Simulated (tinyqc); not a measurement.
From results back to parameters: effective mass of the light-hole band from tabulated energies. Three cases, with inputs chosen for the exercise.

Problem. A band follows E (1 + alpha E) = c k^2/m, c = hbar^2/2m0. Its energies at two wave vectors are given.

Constants: hbar^2/2m0 = 3.80998211 eV angstrom^2.
Find: y = c k^2/E; m; alpha.
Method. y = m + m alpha E is a straight line through the two points.

Case 1.

Values chosen (out of a larger set: band of an eight-band Kane model near GaSb; not measured data): k12 = (0.0186, 0.0496) 1/angstrom (two wave vectors).

energies (meV): 28.73802  166.57799

Solution.

y = c k^2/E (m0): 0.04587  0.05627
m = 0.0437 m0
alpha = 1.73 1/eV

Case 2.

Values chosen (out of a larger set: band of an eight-band Kane model near InSb; not measured data): k12 = (0.00288, 0.00768) 1/angstrom (two wave vectors).

energies (meV): 2.10381  14.14338

Solution.

y = c k^2/E (m0): 0.01502  0.01589
m = 0.0149 m0
alpha = 4.85 1/eV

Case 3.

Values chosen (out of a larger set: band of an eight-band Kane model near InAs; not measured data): k12 = (0.0051, 0.0136) 1/angstrom (two wave vectors).

energies (meV): 3.63329  24.27164

Solution.

y = c k^2/E (m0): 0.02727  0.02903
m = 0.0270 m0
alpha = 3.16 1/eV

Computed by tinyqc, one run a case: `OMP_NUM_THREADS=1 python tinyqc.py N N+1 out.jsonl` with N = 1850457, 1850514, 1850554; one thread of a shared Intel(R) Xeon(R) Processor @ 2.30GHz, about 0.01 s a run at most.
